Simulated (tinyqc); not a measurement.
# Trench capacitor in an array: capacitance, non-linearity, leakage and relaxation: what changes with what

A film between two metal electrodes, each interface adding a series capacitance ci. The small-signal permittivity is ek (1 + aq E^2); the field is found with the linear permittivity. Leakage J = J0 sinh(E/Ef). After a voltage step the film passes a relaxation current kr C V tt^(-nr), tt being the time in seconds. The sidewall is a coaxial capacitor with radii a = dm/2 - t and b = dm/2, depth AR dm; the end face is left out.

Values chosen for this exercise; permittivity of the order of that of zirconium oxide:
- ek = 36.7 (relative permittivity of the film)
- t = 6 nm (film thickness)
- ci = 250 uF/cm^2 (capacitance of each electrode interface (dead layer and screening))
- aq = 0.016 cm^2/MV^2 (quadratic field coefficient of the permittivity)
- V = 2 V (bias)
- nr = 0.966 (exponent of the relaxation current)
- kr = 0.0012 (strength of the relaxation)
- J0 = 2.1e-11 A/cm^2 (leakage prefactor)
- Ef = 0.24 MV/cm (field for an e-fold rise of the leakage)
- dm = 33 nm (diameter of the hole)
- AR = 10 (aspect ratio, depth over diameter)
- pt = 56 nm (pitch of the square array)
- rho = 200 uohm cm (resistivity of the inner electrode)
- t0 = 1e-8 s (duration of the write pulse)

Constants: eps0 = 8.8541878128e-14 F/cm where lengths are in cm. Results are converted to the units shown.

Each table varies one quantity; the others keep the values above.

## Capacitance, non-linearity and leakage against thickness

Planar film: Cf = eps0 ek/t, 1/C = 1/Cf + 2/ci, EOT = 3.9 eps0/C, effective permittivity C t/eps0, E = (V/t) C/Cf; quadratic coefficient [C(V)/C - 1]/V^2 with Cf (1 + aq E^2) in C(V).

Capacitance, non-linearity and leakage against thickness:
```
t (nm)  C (uF/cm^2)  EOT (nm)  effective permittivity  E (MV/cm)  quadratic coefficient (ppm/V^2)  J (A/cm^2)
5             6.178    0.5590                   34.89      3.802                          5.435e4    7.974e-5
6.9           4.538    0.7609                   35.37      2.793                          2.994e4    1.191e-6
9.4           3.364     1.027                   35.71      2.070                          1.665e4    5.857e-8
13            2.451     1.409                   35.98      1.508                             8915    5.631e-9
17            1.883     1.834                   36.15      1.159                             5288    1.312e-9
24            1.339     2.578                   36.31     0.8244                             2689   3.255e-10
32            1.007     3.428                   36.40     0.6200                             1525   1.382e-10
44           0.7342     4.703                   36.48     0.4519                            812.0   6.741e-11
60           0.5392     6.404                   36.54     0.3319                            438.7   3.922e-11
```

What does the table show?

C falls from 6.18 to 0.539 uF/cm^2 while the effective permittivity goes from 34.9 to 36.5 (ek = 36.7). EOT is a straight line in t with slope 3.9/ek = 0.106 and intercept 0.0276 nm. The quadratic coefficient goes as t^(-1.85) between the first two rows and t^(-1.98) between the last two (-2 without interfaces), and J falls by 6.31 decades.

## Cell against the film thickness

Per length 1/c = ln(b/a)/(2 pi eps0 ek) + (1/a + 1/b)/(2 pi ci); cell capacitance c AR dm; per footprint over pt^2; fields c V/(2 pi eps0 ek r) at r = a and b; resistance of the inner electrode rho AR dm/(pi a^2); time constant R C/3 of the distributed line.

Result of one run:
```
t (nm)  cell capacitance (fF)  per footprint (uF/cm^2)  field at a (MV/cm)  field at b (MV/cm)  R (kohm)  R C/3 (ps)
4.9                     1.814                    57.84               4.642               3.263     1.561      0.9440
```

What becomes of these results when the film thickness t is changed from 4.9 to 6.6 nm, all else the same?

Result of the changed run:
```
t (nm)  cell capacitance (fF)  per footprint (uF/cm^2)  field at a (MV/cm)  field at b (MV/cm)  R (kohm)  R C/3 (ps)
6.6                     1.267                    40.40               3.799               2.279     2.144      0.9052
```

The whole series:
```
t (nm)  cell capacitance (fF)  per footprint (uF/cm^2)  field at a (MV/cm)  field at b (MV/cm)  R (kohm)  R C/3 (ps)
2                       4.613                    147.1               9.444               8.299    0.9992       1.537
2.7                     3.438                    109.6               7.395               6.185     1.103       1.264
3.6                     2.551                    81.36               5.871               4.590     1.262       1.074
4.9                     1.814                    57.84               4.642               3.263     1.561      0.9440
6.6                     1.267                    40.40               3.799               2.279     2.144      0.9052
8.9                    0.8420                    26.85               3.289               1.515     3.637       1.021
12                     0.5043                    16.08               3.327              0.9072     10.37       1.744
```

As t goes from 2 to 12, the cell capacitance falls from 4.61 to 0.504 fF, the capacitance per footprint falls from 147 to 16.1 uF/cm^2, the ratio of the two fields rises from 1.14 to 3.67 and R C/3 goes from 1.54 through a minimum of 0.905 (at t = 6.6 among the rows listed) to 1.74 ps; the time constant goes as t^(-0.65) between the first two rows and t^(1.79) between the last two.

## Charge lost after writing

Planar film: Cf = eps0 ek/t, 1/C = 1/Cf + 2/ci, EOT = 3.9 eps0/C, effective permittivity C t/eps0, E = (V/t) C/Cf. A capacitor written for t0 and then left open loses, as a share of C V, kr (tt^(1 - nr) - t0^(1 - nr))/(1 - nr) by relaxation and J tt/(C V) by leakage; both are taken as small, and rows far outside that range are left out.

The same in every row: leakage current (nA/cm^2) = 6347.0.

Charge lost after writing:
```
tt (s)  relaxation current (nA/cm^2)  loss by relaxation (%)  loss by leakage (%)  total loss (%)
1e-6                        7.7885e6                 0.31979            6.1136e-5         0.31986
1e-5                        8.4228e5                 0.49948            6.1136e-4         0.50009
0.0001                         91087                 0.69379            0.0061136         0.69991
0.001                         9850.4                 0.90393             0.061136         0.96507
0.01                          1065.3                  1.1312              0.61136          1.7425
```

What does the table show?

The two currents are equal at tt = 0.00158 s. The loss by relaxation grows from 0.320 to 1.13 %, by 0.180 points over the first decade and 0.227 over the last, while the loss by leakage grows tenfold a decade. Relaxation is the larger loss in every row.

Numbers from tinyqc (`OMP_NUM_THREADS=1 python tinyqc.py 2102127 2102128 out.jsonl`; about 0.01 s on one thread of a shared Intel Xeon 2.30GHz).
